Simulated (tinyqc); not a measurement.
# Millisecond and nanosecond annealing: surface heating, thermal budget and solid-phase regrowth, step by step

A worked calculation. Computed by tinyqc, a small Python program that keeps every step. Command: `OMP_NUM_THREADS=1 python tinyqc.py 3021067 3021068 out.jsonl flash walk`. One thread of a shared host (Intel(R) Xeon(R) Processor @ 2.30GHz), about 0.02 s of CPU time with the checks. Intermediate numbers are printed to about 7 digits and carried at full precision; extremes and crossings named in words are read from the listed rows.

A square pulse heats the surface of a thick wafer with constant thermal properties; losses by radiation are neglected and silicon melts at 1414 C.

Inputs (values chosen for the exercise, modelled on hot silicon with arsenic):
```
quantity                      value        unit
incident fluence              0.444      J/cm^2
pulse length t_p            4.9e-08           s
reflectance R                  0.55           -
thermal conductivity k         0.26    W/(cm K)
heat capacity per volume c     2.25  J/(cm^3 K)
preheat temperature T0           25           C
wafer thickness d               775          um
dopant prefactor D0            9.92      cm^2/s
dopant activation energy E        4          eV
regrowth prefactor v0       3.5e+08        cm/s
regrowth energy E_v            2.73          eV
amorphous layer                  17          nm
```

Source: pulsed laser.

Constants: k_B = 8.617333262e-05 eV/K.

## Peak temperature

Absorbed flux q = (1 - R) fluence/t_p; kappa = k/c. With f(z, t) = (2 q/k) sqrt(kappa t) ierfc(z/(2 sqrt(kappa t))), ierfc(x) = exp(-x^2)/sqrt(pi) - x erfc(x): T = T0 + f(z, t) during the pulse and T0 + f(z, t) - f(z, t - t_p) after it. At the surface the rise at the end of the pulse is 2 q sqrt(t_p/(pi k c)); the fluence that just melts the surface scales with (1414 - T0).

absorbed flux q = 4077551 W/cm^2

kappa = 0.1155556 cm^2/s

thermal length sqrt(kappa t_p) = 0.7524774 um

peak temperature = 1356.602 C

fluence at the melting threshold = 0.4631382 J/cm^2

The heated layer is 0.097 % of the wafer thickness, so the cold bulk quenches the surface. Caution: cold silicon conducts heat several times better than the constant k used here, so the real melting fluence is higher.

## Temperature in depth and time

The formulas are those given above.

Temperature (C):
```
t/t_p   surface  z = 0.5 thermal lengths     z = 1     z = 2
0.10    446.090                  94.8837   29.6527   25.0008
0.25    690.801                 260.5970   84.3055   26.1542
0.50    966.585                 491.8402  221.6415   45.0398
0.75   1178.202                 682.9379  362.4877   87.1295
1.00   1356.602                 848.9204  496.1940  143.6110
1.10   1000.507                 840.2709  542.7521  168.6677
1.50    714.288                 666.4671  543.6361  256.4450
2.00    576.568                 552.7433  487.4864  299.6720
4.00    381.802                 375.4224  356.9650  292.4126
10.00   241.089                 239.6704  235.4693  219.4719
```

One tenth of a pulse length after the end the surface has lost 356 C: cooling starts as sqrt(t - t_p), much faster than heating ends.

## Thermal budget

Temperatures in kelvin are T(C) + 273.15. Integrate exp(-E/(k_B T(t))) at the surface from 0 to 10 t_p (Gauss-Legendre, 60 points in sqrt(t) up to t_p and 60 in sqrt(t - t_p) after it). (Dt) = D0 x integral with E; regrowth = v0 x integral with E_v; effective time = integral/exp(-E/(k_B T_peak)).

budget (Dt) = 1.678946e-20 cm^2

diffusion length 2 sqrt(Dt) = 0.002591483 nm

effective time over t_p = 0.08086519

possible regrowth = 0.07175475 nm

Only 8.1 % of the pulse counts at the peak; the estimate 2 k_B T_peak^2/(E (T_peak - T0)) gives 8.6 %. The amorphous layer of 17 nm regrows only by 0.42 % of its thickness. Caution: equilibrium diffusivities are used; implant damage enhances diffusion, and k and c vary with temperature. Caution: the peak lies above 1150 C, and amorphous silicon melts some 200 to 250 K below the crystal, so a layer that has not regrown before the peak may melt instead. Caution: a diffusion length below the atomic spacing of 0.235 nm means about one jump per atom or fewer, so the profile does not change measurably.

## Same peak temperature, different pulse lengths

For each t_p the flux is set so that the peak temperature stays the same: q sqrt(t_p) is fixed.

Pulses:
```
t_p (s)   fluence (J/cm^2)    q (W/cm^2)  thermal length (um)  2 sqrt(Dt) (nm)  regrowth (nm)
1.00e-07      6.342857e-01  2.854286e+06         1.074968e+00     3.702118e-03   1.464383e-01
1.00e-06      2.005788e+00  9.026044e+05         3.399346e+00     1.170713e-02   1.464383e+00
1.00e-05      6.342857e+00  2.854286e+05         1.074968e+01     3.702118e-02   1.464383e+01
1.00e-04      2.005788e+01  9.026044e+04         3.399346e+01     1.170713e-01   1.464383e+02
3.00e-04      3.474126e+01  5.211189e+04         5.887841e+01     2.027734e-01   4.393148e+02
1.00e-03      6.342857e+01  2.854286e+04         1.074968e+02     3.702118e-01   1.464383e+03
3.00e-03      1.098615e+02  1.647923e+04         1.861899e+02     6.412257e-01   4.393148e+03
1.00e-02      2.005788e+02  9.026044e+03         3.399346e+02     1.170713e+00   1.464383e+04
```

Fluence and diffusion length grow as sqrt(t_p), regrowth as t_p. The layer of 17 nm regrows from t_p = 0.0001 s on among these rows, at a diffusion length of 0.12 nm. Caution: amorphous silicon melts some 200 to 250 K below the crystal, which matters for the short pulses that reach the peak before regrowth. Caution: the shortest pulses need a source absorbed within their thermal length, and the longest also heat the back of the wafer, which the thick-wafer formula leaves out.

Checks made by the program: heat stored at the end of the pulse against the absorbed fluence (relative difference below 1e-10).
